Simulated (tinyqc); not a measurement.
Plane-wave Kohn-Sham cycle with exchange-only LDA in a layered model solid, step by step. Computed by tinyqc, a small Python program that keeps every step. Settings: points = 16, plane-wave index or count = 2, electrons = 2, k points = 4, area = 20.0, mixing = 0.1, iteration cap = 58, Kerker q0 = 1.13. Command: `OMP_NUM_THREADS=1 python tinyqc.py 22037 22038 out.jsonl` (the two numbers bound the seeds that draw the settings). One thread of a shared host (Intel(R) Xeon(R) Processor @ 2.60GHz), about 0.03 s of CPU time with the checks. Later iterations appear only in the table of the cycle.

## Iteration 1: potential

A solid whose potential varies along x alone (atomic units):
```
parameter,value
period a,11.600000
cross-section of the cell,20.000000
electrons per cell,2
grid points,16
"plane waves -n..n, n",2
k points,4
V1 in V1 cos(2 pi x/a),-0.800000
```

density at the start, on the grid x_j = j a/N (e/bohr^3): 0.008621  0.008621  0.008621  0.008621  0.008621  0.008621  0.008621  0.008621  0.008621  0.008621  0.008621  0.008621  0.008621  0.008621  0.008621  0.008621

V_H(G) = 4 pi rho(G)/G^2 for G != 0 (uniform background); v_x = -(3 rho/pi)^(1/3); V = V_ext + V_H + v_x; Fourier components f(G_m) = (1/N) sum_j f(x_j) exp(-i G_m x_j).

Potentials on the grid (hartree):
```
x,V_ext,V_H,v_x,V
0.0000,-0.8000,0.0000,-0.2019,-1.0019
0.7250,-0.7391,0.0000,-0.2019,-0.9410
1.4500,-0.5657,0.0000,-0.2019,-0.7676
2.1750,-0.3061,0.0000,-0.2019,-0.5081
2.9000,0,0.0000,-0.2019,-0.2019
3.6250,0.3061,0.0000,-0.2019,0.1042
4.3500,0.5657,0.0000,-0.2019,0.3638
5.0750,0.7391,0.0000,-0.2019,0.5372
5.8000,0.8000,0.0000,-0.2019,0.5981
6.5250,0.7391,0.0000,-0.2019,0.5372
7.2500,0.5657,0.0000,-0.2019,0.3638
7.9750,0.3061,0.0000,-0.2019,0.1042
8.7000,0,0.0000,-0.2019,-0.2019
9.4250,-0.3061,0.0000,-0.2019,-0.5081
10.1500,-0.5657,0.0000,-0.2019,-0.7676
10.8750,-0.7391,0.0000,-0.2019,-0.9410
```

V(G_m), m = 0, 1, 2, ... (hartree): -0.2019  -0.4000  0.0000  0.0000  0.0000

## Iteration 1: Hamiltonian at one k

k = 0.1250 2 pi / a

H(m,m') = (k + G_m)^2/2 delta + V(G_m - G_m'), with V(-G) = V(G).

H (hartree):
```
,-2,-1,+0,+1,+2
-2,0.3138,-0.4000,0.0000,0.0000,0.0000
-1,-0.4000,-0.0896,-0.4000,0.0000,0.0000
+0,0.0000,-0.4000,-0.1996,-0.4000,0.0000
+1,0.0000,0.0000,-0.4000,-0.0163,-0.4000
+2,0.0000,0.0000,0.0000,-0.4000,0.4605
```

## Iteration 1: levels at that k

Diagonalise the Hermitian matrix.

eigenvalues (hartree): -0.7636  -0.2907  0.1563  0.6039  0.7629

## Iteration 1: new density

Motion across x is left out: the lowest 1 band(s) hold two electrons at each of the k points (j + 1/2)/nk - 1/2. Residual R = rho(out) - rho(in); rho(new) = rho(in) + 0.1 R, with R(G) scaled by G^2/(G^2 + 1.13^2) (Kerker). rho(out) = 2/(a A nk) sum |psi|^2 with psi = sum c exp(i G x). Harris energy E = band energy - dV sum rho (V_H/2 + v_x) + (3/4) dV sum rho v_x with rho(in), dV = a A/N, band energy = (2/nk) sum of the filled levels.

rho(out) (e/bohr^3): 0.034010  0.028442  0.016295  0.005944  0.001166  0.000087  0.000002  0.000009  0.000030  0.000009  0.000002  0.000087  0.001166  0.005944  0.016295  0.028442

density after iteration 1 (e/bohr^3): 0.009488  0.009206  0.008642  0.008284  0.008278  0.008421  0.008526  0.008573  0.008587  0.008573  0.008526  0.008421  0.008278  0.008284  0.008642  0.009206

energy per cell = -1.423571 hartree

## Iteration 2: potential

As before.

Potentials on the grid (hartree):
```
x,V_ext,V_H,v_x,V
0.0000,-0.8000,0.0164,-0.2085,-0.9920
0.7250,-0.7391,0.0137,-0.2064,-0.9317
1.4500,-0.5657,0.0073,-0.2021,-0.7604
2.1750,-0.3061,0.0007,-0.1993,-0.5047
2.9000,0,-0.0040,-0.1992,-0.2032
3.6250,0.3061,-0.0064,-0.2003,0.0994
4.3500,0.5657,-0.0075,-0.2012,0.3570
5.0750,0.7391,-0.0080,-0.2015,0.5296
5.8000,0.8000,-0.0081,-0.2017,0.5902
6.5250,0.7391,-0.0080,-0.2015,0.5296
7.2500,0.5657,-0.0075,-0.2012,0.3570
7.9750,0.3061,-0.0064,-0.2003,0.0994
8.7000,0,-0.0040,-0.1992,-0.2032
9.4250,-0.3061,0.0007,-0.1993,-0.5047
10.1500,-0.5657,0.0073,-0.2021,-0.7604
10.8750,-0.7391,0.0137,-0.2064,-0.9317
```

V(G_m), m = 0, 1, 2, ... (hartree): -0.2019  -0.3953  0.0006  -0.0003  -0.0001

## Iteration 2: Hamiltonian at one k

k = 0.1250 2 pi / a

As before.

H (hartree):
```
,-2,-1,+0,+1,+2
-2,0.3138,-0.3953,0.0006,-0.0003,-0.0001
-1,-0.3953,-0.0896,-0.3953,0.0006,-0.0003
+0,0.0006,-0.3953,-0.1996,-0.3953,0.0006
+1,-0.0003,0.0006,-0.3953,-0.0162,-0.3953
+2,-0.0001,-0.0003,0.0006,-0.3953,0.4605
```

## Iteration 2: levels at that k

As before.

eigenvalues (hartree): -0.7553  -0.2867  0.1548  0.5992  0.7571

## Iteration 2: new density

As before.

rho(out) (e/bohr^3): 0.033942  0.028404  0.016308  0.005979  0.001187  0.000091  0.000002  0.000009  0.000029  0.000009  0.000002  0.000091  0.001187  0.005979  0.016308  0.028404

density after iteration 2 (e/bohr^3): 0.010314  0.009767  0.008672  0.007972  0.007952  0.008224  0.008428  0.008521  0.008549  0.008521  0.008428  0.008224  0.007952  0.007972  0.008672  0.009767

energy per cell = -1.407371 hartree

## Convergence

Stop when sqrt(dV sum R^2) is below 1e-8, dV = a A/N.

Course of the cycle:
```
iteration,E (hartree),norm of the residual
1,-1.423571,1.78e-01
2,-1.407371,1.73e-01
3,-1.391648,1.68e-01
4,-1.376436,1.64e-01
5,-1.361752,1.59e-01
6,-1.347601,1.55e-01
7,-1.333983,1.51e-01
8,-1.320891,1.47e-01
9,-1.308314,1.43e-01
10,-1.296241,1.39e-01
11,-1.284656,1.36e-01
...,...,...
48,-1.075502,5.88e-02
49,-1.073320,5.75e-02
50,-1.071235,5.63e-02
51,-1.069243,5.51e-02
52,-1.067340,5.39e-02
53,-1.065521,5.28e-02
54,-1.063784,5.17e-02
55,-1.062125,5.06e-02
56,-1.060540,4.95e-02
57,-1.059026,4.85e-02
58,-1.057581,4.75e-02
```

Not converged within 58 iterations: the residual falls steadily but slowly, by a factor of about 0.98 a step. Reruns (cap 100 unless said): mixing 0.5, Kerker q0 1.0: not converged; mixing 0.3, Pulay depth 5: converged in 14 (E = -1.02874); the original settings with a cap of 400: not converged.
